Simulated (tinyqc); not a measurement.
Trap density from two Hall measurements.

Inverse problem. p-type body, charge-sheet picture, full ionisation (an idealisation for deep acceptors), Boltzmann statistics for free electrons. e = Ec - EF at the surface. psi = Eg - Vt ln(Nv/Na) - e; N_dep = sqrt(2 eps0 eps_r Na (psi - Vt)/q); n_f = sqrt(N_dep^2 + 2 eps0 eps_r Vt Nc exp(-e/Vt)/q) - N_dep; Vg = Vfb + psi + q (N_dep + n_t + n_f)/Cox, Cox = eps0 eox/tox. Find e and n_t at both points and the mean trap density between them.

Inputs (values chosen for the exercise); band and dielectric values close to those of 4H silicon carbide:

| symbol | value | unit | meaning |
|---|---|---|---|
| T | 300 | K | temperature |
| Eg | 3.23 | eV | band gap |
| eps_r | 9.59 |  | relative permittivity |
| Nc | 1.71e19 | cm^-3 | conduction-band density of states at T |
| Nv | 2.53e19 | cm^-3 | valence-band density of states at T |
| eox | 3.9 |  | relative permittivity of the insulator |
| tox | 61 | nm | insulator thickness |
| Na | 2e17 | cm^-3 | acceptor density |
| Vfb | -2.75 | V | flat-band voltage without trapped charge |

Constants: q = 1.602176634e-19 C, kB = 1.380649e-23 J/K, Vt = kB T/q, eps0 = 8.8541878128e-14 F/cm where lengths are in cm. Results are converted to the units shown.

Vg (V): [7.5152204, 8.1375517]
free sheet density from the Hall effect (cm^-2): [3.8338320e8, 3.7220535e10]

Answer. Each n_f fixes e; what the gate voltage holds beyond psi, N_dep and n_f is trapped; the difference quotient is the density, smeared over a few Vt.

e (eV): [0.2020, 0.08300]
n_t (cm^-2): [1.313e11, 2.217e11]
mean trap density = 7.600e11 cm^-2 eV^-1

Numbers from tinyqc (`OMP_NUM_THREADS=1 python tinyqc.py 2222062 2222063 out.jsonl`; about 0.02 s on one thread of a shared Intel Xeon 2.30GHz).
